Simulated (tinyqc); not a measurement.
Inside a calculation. Model: rectangular fin or nanosheet with a gate all round, subbands and threshold shift from confinement.

Program tinyqc, `OMP_NUM_THREADS=1 python tinyqc.py 2350041 2350042 out.jsonl`; Intel Xeon 2.30GHz, shared host, one thread, about 0.2 s. Printed values are rounded.

Undoped body with a flat potential across it, hard walls, transport along x. Three valley pairs (g = 2 each) with the longitudinal mass along x, y or z. Non-parabolicity enters the subband edges through E (1 + al E) = gamma, so E = 2 gamma/(1 + sqrt(1 + 4 al gamma)); motion within a subband is taken as parabolic with the band-edge mass. Energies are counted from the bulk band edge.

Inputs (values chosen for the exercise); masses close to those of silicon: temperature T = 400 K; longitudinal mass ml = 0.899 m0; transverse mass mt = 0.193 m0; non-parabolicity al = 0 1/eV; width (along y) t = 3.8 nm; widening of the box by penetration into the insulator dl = 0.2 nm; height (along z) H = 7.6 nm.

Constants: q = 1.602176634e-19 C, kB = 1.380649e-23 J/K, hbar = 1.054571817e-34 J s, m0 = 9.1093837015e-31 kg, Vt = kB T/q, hbar^2/(2 m0) = 0.0380998212 eV nm^2. Results are converted to the units shown.

## Lowest subbands

gamma = C pi^2 [a^2/(my (t + dl)^2) + b^2/(mz (H + dl)^2)], C = hbar^2/(2 m0). List the 7 lowest, labelled by valley axis and quantum numbers, with degeneracy g and N_k: N_k = g sqrt(2 mx m0 kB T/(pi hbar^2)).

E_k, subband y1,1 to z1,3 (eV): [0.05816630, 0.1286464, 0.1365931, 0.1492715, 0.1537955, 0.1542384, 0.1836466]
g, subband y1,1 to z1,3: [2, 2, 2, 2, 2, 2, 2]
N_k, subband y1,1 to z1,3 (cm^-1): [4.715076e6, 4.715076e6, 4.715076e6, 4.715076e6, 1.017630e7, 4.715076e6, 4.715076e6]

## Threshold shift

Each subband has N_k = g sqrt(2 mx m0 kB T/(pi hbar^2)); without degeneracy n = exp(EF/Vt) sum N_k exp(-E_k/Vt). Classical value Nc times t H, Nc = sum over valleys of 2 g (m m0 kB T/(2 pi hbar^2))^1.5 with m = (mx my mz)^(1/3). Threshold shift dVT = Vt ln(classical value/sum N_k exp(-E_k/Vt)). Use the subbands listed.

shares, subband y1,1 to z1,3 (%): [65.53842, 8.48174, 6.73538, 4.66252, 8.82516, 4.03683, 1.71994]
sum N_k exp(-E_k/Vt) = 1.330852e6 cm^-1
Nc = 4.241979e19 cm^-3
classical value = 1.225084e7 cm^-1
dVT = 76.51417 mV

With all subbands dVT = 75.94 mV. The lowest edge lies at 58.2 meV; dVT is larger than that, since sum N_k exp(-(E_k - E_1)/Vt) falls short of the classical value.
